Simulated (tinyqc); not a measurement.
# Keating valence-force model of a tetrahedral crystal, step by step

A worked calculation. Computed by tinyqc, a small Python program that keeps every step. Command: `OMP_NUM_THREADS=1 python tinyqc.py 3026937 3026938 out.jsonl keating walk`. One thread of a shared host (Intel(R) Xeon(R) Processor @ 2.30GHz), about 0.02 s of CPU time with the checks. Intermediate numbers are printed to about 6 digits and carried at full precision; extremes and crossings named in words are read from the listed rows.

Atom A sits at 0 and atom B at a/4 (1,1,1) of an fcc lattice; the four bonds from A are t = a/4 (1,1,1), a/4 (1,-1,-1), a/4 (-1,1,-1), a/4 (-1,-1,1), of length d = sqrt(3) a/4. Energy: E = (3 alpha/(8 d^2)) sum over bonds (r.r - d^2)^2 + (3 beta/(8 d^2)) sum over pairs of bonds at one atom (r_i.r_j + d^2/3)^2; both atoms have the mass M. The cell holds two atoms, Omega = a^3/4. 1 N/m = 1 J/m^2. With constants fitted to the elastic moduli this model puts optical and zone-boundary frequencies of real crystals too high, by up to about 20 % in elemental crystals and up to about 50 % in compounds, and mostly by more for TA modes; in compounds the lattice part of the static dielectric constant then comes out too low.

Inputs (values chosen for the exercise, modelled on germanium):

| quantity | value | unit |
|---|---|---|
| lattice constant a | 5.658 | angstrom |
| atomic mass M | 72.63 | u |
| bond stretching alpha | 39.9 | N/m |
| bond bending beta | 12.2 | N/m |
| mesh divisions n | 4 | - |
| temperature T | 200 | K |

Structure: diamond.

wave vector q (2 pi/a): 0.85  0.22  0.13

Constants: 1 eV/angstrom^2 = 16.02176634 J/m^2; nu for 1 eV/(angstrom^2 u) = 15.6333042 THz; 1 THz = 33.35640952 1/cm; u = 1.6605390666e-27 kg; h x 1 THz = 4.135667696 meV; k_B = 8.617333262e-05 eV/K.

## Dynamical matrix at q

With displacements u exp(i q.r), each bracket changes by g.u, where g = (g_A, g_B): bond t, g = (-2 t, 2 t exp(i q.t)); pair (i, j) at A, g = (-(t_i + t_j), t_i exp(i q.t_j) + t_j exp(i q.t_i)); pair at B, g = (-t_i exp(-i q.t_j) - t_j exp(-i q.t_i), t_i + t_j). Then D_mn = sum over the 4 bonds and 12 pairs of (4 k/a^2) conj(g_m) g_n / sqrt(M_m M_n), with k = alpha or beta converted to eV/angstrom^2.

D(q) (eV/(angstrom^2 u)):
```
                     A x                  A y                  A z                  B x
A x             0.212759   0.003034+0.006918i   0.001890+0.012088i  -0.038519+0.011962i
A y   0.003034-0.006918i             0.180785   0.002654+0.000701i   0.030711-0.004241i
A z   0.001890-0.012088i   0.002654-0.000701i             0.183536   0.017665-0.007373i
B x  -0.038519-0.011962i   0.030711+0.004241i   0.017665+0.007373i             0.212759
B y   0.030711+0.004241i  -0.038519-0.011962i   0.001527+0.085302i   0.003034+0.006918i
B z   0.017665+0.007373i   0.001527+0.085302i  -0.038519-0.011962i   0.001890+0.012088i

                     B y                  B z
A x   0.030711-0.004241i   0.017665-0.007373i
A y  -0.038519+0.011962i   0.001527-0.085302i
A z   0.001527-0.085302i  -0.038519+0.011962i
B x   0.003034-0.006918i   0.001890-0.012088i
B y             0.180785   0.002654-0.000701i
B z   0.002654+0.000701i             0.183536
```

## Frequencies at q

Diagonalise the Hermitian matrix D. An eigenvalue lambda of D in eV/(angstrom^2 u) gives nu = 15.6333042 THz x sqrt(lambda). The weight on A is the sum of |e|^2 over the three components of atom A.

frequencies (THz): 4.24574  4.83209  6.36984  7.52055  8.37356  8.57036

weights on atom A: 0.5  0.5  0.5  0.5  0.5  0.5

With equal masses the inversion that swaps the two atoms makes every weight one half.

## Elastic constants and internal strain

C11 = (alpha + 3 beta)/a, C12 = (alpha - beta)/a, C44 = 4 alpha beta/(a (alpha + beta)); with the two sublattices clamped C44(0) = (alpha + beta)/a; internal-strain parameter zeta = (alpha - beta)/(alpha + beta); B = (C11 + 2 C12)/3.

C11 = 135.207 GPa

C12 = 48.9572 GPa

C44 = 66.0529 GPa

clamped C44(0) = 92.0820 GPa

internal-strain parameter zeta = 0.531670

bulk modulus B = 77.7071 GPa

Letting the sublattices shift lowers C44 by 28 %, which is zeta^2. A shear is shared between bond lengths and angles. The model fixes 2 C44 (C11 + C12)/((C11 - C12)(C11 + 3 C12)) = 1.000 whatever alpha and beta are.

## Optical mode at the zone centre

mu = M/2; lambda = 4 (alpha + beta)/mu with the springs in eV/angstrom^2; nu = 15.6333042 THz x sqrt(lambda).

reduced mass mu = 36.315 u

Raman frequency = 9.35624 THz

the same as a wavenumber = 312.091 1/cm

## Frequencies at the zone boundary

The formulas are those given above.

Frequencies (THz) at points given in 2 pi/a:

| point | nu 1 | nu 2 | nu 3 | nu 4 | nu 5 | nu 6 |
|---|---|---|---|---|---|---|
| X (1, 0, 0) | 4.52754 | 4.52754 | 7.34976 | 7.34976 | 8.18783 | 8.18783 |
| L (0.5, 0.5, 0.5) | 3.20146 | 3.20146 | 7.07605 | 7.26930 | 8.79147 | 8.79147 |
| W (1, 0.5, 0) | 5.00657 | 5.00657 | 6.61586 | 6.61586 | 8.52777 | 8.52777 |
| K (0.75, 0.75, 0) | 4.18290 | 5.42678 | 6.53227 | 6.94664 | 8.36914 | 8.64646 |

At X the two longitudinal modes are degenerate (7.35 THz), as the diamond symmetry demands.

## Lowest frequency at X

Take the lowest frequency at X = (1, 0, 0) 2 pi/a, the transverse acoustic (TA) mode.

TA frequency at X = 4.52754 THz

## Transverse acoustic branch against its sound line

The sound line is nu = v q/(2 pi) with v = sqrt(C44/rho), rho = (M_A + M_B)/Omega; the clamped line uses C44(0).

Frequencies (THz) along G-X:

| q (2 pi/a) | lowest branch | sound line, relaxed C44 | sound line, clamped C44(0) | third-lowest frequency | highest frequency |
|---|---|---|---|---|---|
| 0.05 | 0.31104 | 0.31119 | 0.36742 | 0.44499 | 9.35240 |
| 0.15 | 0.92954 | 0.93356 | 1.10226 | 1.32963 | 9.32140 |
| 0.30 | 1.83438 | 1.86712 | 2.20451 | 2.62356 | 9.21309 |
| 0.45 | 2.68631 | 2.80067 | 3.30677 | 3.84837 | 9.02083 |
| 0.60 | 3.44815 | 3.73423 | 4.40902 | 4.97501 | 8.72955 |
| 0.75 | 4.06392 | 4.66779 | 5.51128 | 5.98064 | 8.42756 |
| 0.90 | 4.44825 | 5.60135 | 6.61354 | 6.84989 | 8.23118 |
| 1.00 | 4.52754 | 6.22372 | 7.34837 | 7.34976 | 8.18783 |

At small q the branch follows the relaxed line (1.000 of it, against 0.847 of the clamped one): in a long shear wave the sublattices shift against each other. At X it reaches 73 % of the relaxed line. Real tetrahedral semiconductors have flatter TA branches than a Keating model fitted to their elastic constants, which needs longer-ranged terms to mend.

## Thermal sums on a mesh

Mesh: q = sum_i (m_i + 1/2)/n b_i, m_i = 0..n-1, with b = [[-1, 1, 1], [1, -1, 1], [1, 1, -1]] in 2 pi/a; sums over the six modes are averaged over the n^3 points and halved, per atom. With x = h nu/(k_B T) and n = 1/(exp(x) - 1) for each mode: F = k_B T [x/2 + ln(1 - exp(-x))], U = k_B T x (n + 1/2), S/k_B = x n - ln(1 - exp(-x)), C/k_B = x^2 n (n + 1). The acoustic share counts the three lowest modes at each q; zero-point energy = sum h nu/2.

free energy F = 23.6274 meV/atom

entropy S = 2.25932 k_B/atom

heat capacity C = 2.43687 k_B/atom

acoustic share of C = 0.558500

zero-point energy = 39.7721 meV/atom

C is 81 % of the classical value; the optical modes are partly excited.

Checks made by the program: slopes of the acoustic branches along [110] against C11, C12 and the relaxed C44 (relative difference 1e-06); zone-centre optical mode against D(q = 0) (relative difference below 1e-10); longitudinal modes at X against the diagonal of D (relative difference below 1e-10).
